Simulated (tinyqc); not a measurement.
# From one set of inputs to another, one input at a time

Model: solubility, supersaturation, precipitation and gettering of an impurity in a silicon-like host. Computed by tinyqc, a small Python program. Command: `OMP_NUM_THREADS=1 python tinyqc.py 3006539 3006540 out.jsonl ripen ladder`. One thread of a shared host (Intel(R) Xeon(R) Processor @ 2.30GHz), about 0.01 s of CPU time with the checks.

The wafer was saturated at T1 and is then held at T.

The inputs printed are set A. Inputs not listed in the table keep their values of set A, so the rows need not describe a real material.

Inputs (values chosen for the exercise, modelled on nickel in silicon):
```
quantity                                   value        unit
site density N0                            5e+22      1/cm^3
enthalpy of solution H                      1.69          eV
entropy of solution S                        3.2         k_B
diffusion prefactor D0                    0.0024      cm^2/s
migration energy Q                         0.467          eV
temperature of saturation T1                1250           K
anneal temperature T                         819           K
sink density n                           9.8e+08      1/cm^3
initial sink radius r0                        26          nm
impurity density in the precipitate C_p  2.8e+22      1/cm^3
interface energy gamma                      0.26       J/m^2
anneal time t                                1.1           s
wafer thickness w                            200  micrometre
```

Gettering: relaxation gettering at sinks.

Constants: k_B = 8.617333262e-05 eV/K; k_B = 1.380649e-23 J/K.

Method:
- C_eq(T) = N0 exp(S/k_B - H/(k_B T)); D(T) = D0 exp(-Q/(k_B T)); C0 = C_eq(T1). Supersaturation s = C0/C_eq(T); critical radius r* = 2 gamma/(C_p k_B T ln s); barrier W* = (4 pi/3) gamma r*^2. Strain energy is left out.
- tau0 = 1/(4 pi n r0 D); C_fixed(t) = C_eq + (C0 - C_eq) exp(-t/tau0). If all excess precipitates, the final radius is r_f = [r0^3 + 3 (C0 - C_eq)/(4 pi n C_p)]^(1/3), with tau_f = 1/(4 pi n r_f D).
- Near a surface held at C_eq(T) the excess decays by out-diffusion over sqrt(D t) and by capture over L_s = sqrt(D tau_f) = (4 pi n r_f)^(-1/2); the shorter length sets the depth from which the surface draws.

Each row keeps all changes above it:
```
input moved                                            from        to  tau_f (s)  critical radius r* (nm)  capture length L_s (micrometre)
set A                                                     -         -     2.1383                  0.19892                           26.199
migration energy Q (eV)                               0.467     0.425     1.1793                  0.19892                           26.199
initial sink radius r0 (nm)                              26       2.6     1.1835                  0.19892                           26.246
anneal temperature T (K)                                819       850     0.9503                  0.21434                           26.247
temperature of saturation T1 (K)                       1250      1400     0.5425                  0.17459                           19.832
sink density n (1/cm^3)                           980000000  24000000     6.4333                  0.17459                           68.293
entropy of solution S (k_B)                             3.2       2.6     7.8576                  0.17459                           75.476
impurity density in the precipitate C_p (1/cm^3)    2.8e+22   2.4e+22     7.4641                  0.20369                           73.561
```

Where does the difference come from?

tau_f goes from 2.14 to 7.46, a factor 3.49 in all. The largest single move comes from sink density n (a factor 11.9), and migration energy Q works against it (a factor 0.552). Critical radius r* goes from 0.199 to 0.204, a factor 1.024 in all. The largest single move comes from temperature of saturation T1 (a factor 0.815), but it runs against the net change; the largest move in the direction of the net change is impurity density in the precipitate C_p (a factor 1.17). Capture length L_s goes from 26.2 to 73.6, a factor 2.81 in all. The largest single move comes from sink density n (a factor 3.44), and temperature of saturation T1 works against it (a factor 0.756). The single moves hold for this order of the switches; the total does not depend on the order.

Caution (all rows): the barrier to homogeneous nucleation is below 35 k_B T for these inputs, so new precipitates would form and outnumber the fixed sinks assumed here. Caution (all rows): a critical radius of atomic size is outside the capillary model.

Extremes, crossings and ranges named in words are read from the listed rows.
